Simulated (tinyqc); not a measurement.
Worked calculation: two-mode optical phonons of a ternary alloy from two coupled oscillators. Computed by tinyqc, a small Python program that keeps every step. Command: `OMP_NUM_THREADS=1 python tinyqc.py 3019401 3019402 out.jsonl twomode walk`. One thread of a shared host (Intel(R) Xeon(R) Processor @ 2.30GHz), about 0.01 s of CPU time with the checks. Intermediate numbers are printed to about 5 digits and carried at full precision; extremes and crossings named in words are read from the listed rows.

An alloy A(x)B(1-x)C has an A-C and a B-C bond oscillator. Each TO frequency moves linearly from the impurity mode (dilute end) to the TO of the pure crystal; each strength is proportional to the number of bonds.

Inputs (values chosen for the exercise, modelled on GaAs(1-x)P(x), with A-C the GaP-like and B-C the GaAs-like bond):
```
quantity                  value  unit
omega_TO of pure AC       367.9  1/cm
omega_LO of pure AC       400.1  1/cm
omega_TO of pure BC       269.6  1/cm
omega_LO of pure BC       291.4  1/cm
eps_inf of AC              9.27     -
eps_inf of BC              10.6     -
impurity mode of A in BC  354.4  1/cm
impurity mode of B in AC  267.6  1/cm
fraction x of A            0.52     -
damping gamma                 7  1/cm
electron mass m*           0.12   m_0
```

Constants: e^2/(4 pi eps_0) = 14.39964548 eV angstrom; hbar^2/(2 m_0) = 3.80998212 eV angstrom^2; 1 THz = 33.35640952 1/cm; h x 1 THz = 4.135667696 meV.

## The two oscillators

omega_1 = (impurity mode of A) + x (omega_TO,AC - impurity mode of A); omega_2 = (impurity mode of B) + (1 - x)(omega_TO,BC - impurity mode of B); eps_inf = x eps_AC + (1 - x) eps_BC; strengths W_1 = x eps_AC (omega_LO,AC^2 - omega_TO,AC^2), W_2 = (1 - x) eps_BC (omega_LO,BC^2 - omega_TO,BC^2).

omega_1 (A-C, TO) = 361.42 1/cm

omega_2 (B-C, TO) = 268.56 1/cm

eps_inf = 9.9084

W_1 = 1.1921e+05 1/cm^2

W_2 = 62225 1/cm^2

## LO modes, coupled by the field

eps(omega) = eps_inf + W_1/(omega_1^2 - omega^2) + W_2/(omega_2^2 - omega^2) = 0 is the eigenproblem of the matrix [[omega_1^2 + W_1/eps_inf, sqrt(W_1 W_2)/eps_inf], [sqrt(W_1 W_2)/eps_inf, omega_2^2 + W_2/eps_inf]] for omega_LO^2. Uncoupled values keep the diagonal alone. eps_s = eps_inf + W_1/omega_1^2 + W_2/omega_2^2.

matrix (1/cm^2):
```
            1           2
1  1.4266e+05  8.6922e+03
2  8.6922e+03  7.8405e+04
```

lower LO mode = 277.94 1/cm

upper LO mode = 379.22 1/cm

uncoupled values (1/cm): 280.01  377.70

eps_s = 11.684

The field pushes the upper mode up by 1.53 and the lower one down by 2.07 per cm; the lower LO stays between the two TO modes.

## Share of the polar coupling

The polar coupling of mode j is c_j = (u_j . sqrt(W))^2/(eps_inf^2 omega_j^2), u_j its eigenvector and omega_j here its LO frequency; the c_j add up to 1/eps_inf - 1/eps_s. Froehlich constant alpha_j = (e^2/(4 pi eps_0)) c_j k_j/(2 E_j), E_j = h c omega_j, k_j = sqrt(m* E_j/(hbar^2/(2 m_0))).

c_j, lower and upper mode: 0.0053691  0.0099663

share of the upper mode = 0.64989

alpha_j, lower and upper mode: 0.036957  0.058729

The upper mode holds 65 % of the coupling, against 51 % of the ionic part of eps_s for the upper oscillator: the field moves strength to the higher mode.

## Reflectivity

With damping, each denominator is omega_j^2 - omega^2 - i gamma omega; R = |(sqrt(eps) - 1)/(sqrt(eps) + 1)|^2.

Spectrum:
```
omega (1/cm)   Re eps   Im eps         R
252            18.611   1.4644   0.38984
269            7.8658   32.599   0.58292
273           -3.8294   12.677   0.53299
278            1.5820   4.0637   0.21721
283            4.9060   1.9224   0.16308
340            16.221   1.3042   0.36361
361            14.425   46.549   0.63134
370           -7.2814   6.7369   0.65239
379           0.24673   1.8244   0.16330
387            3.0035  0.89172  0.082471
417            6.5546  0.20258   0.19219
```

## Modes across the composition range

The formulas are those given above.

Frequencies (1/cm):
```
x     TO, A-C  TO, B-C  lower LO  upper LO  coupling share of the upper LO   eps_s
0.02  354.670   269.56    290.78    355.46                         0.03932  12.358
0.10  355.750   269.40    288.42    359.56                         0.17772  12.256
0.20  357.100   269.20    285.69    364.47                         0.31969  12.125
0.35  359.125   268.90    281.91    371.53                         0.49155  11.922
0.50  361.150   268.60    278.39    378.33                         0.63269  11.712
0.65  363.175   268.30    275.04    384.97                         0.75477  11.496
0.80  365.200   268.00    271.81    391.49                         0.86468  11.272
0.90  366.550   267.80    269.69    395.81                         0.93351  11.119
0.98  367.630   267.64    268.02    399.24                         0.98685  10.995
```

The upper LO moves from 355.5 to 399.2 and the lower from 290.8 to 268.0 per cm. At each dilute end one LO-TO pair closes onto an impurity mode. The upper LO shifts by +0.45 per cm for each per cent of x near the middle, which is how Raman spectra measure composition. Its share of the polar coupling passes one half between x = 0.35 and 0.5.

Checks made by the program: generalised Lyddane-Sachs-Teller relation (relative difference below 1e-10); sum of the couplings (relative difference 1e-10).
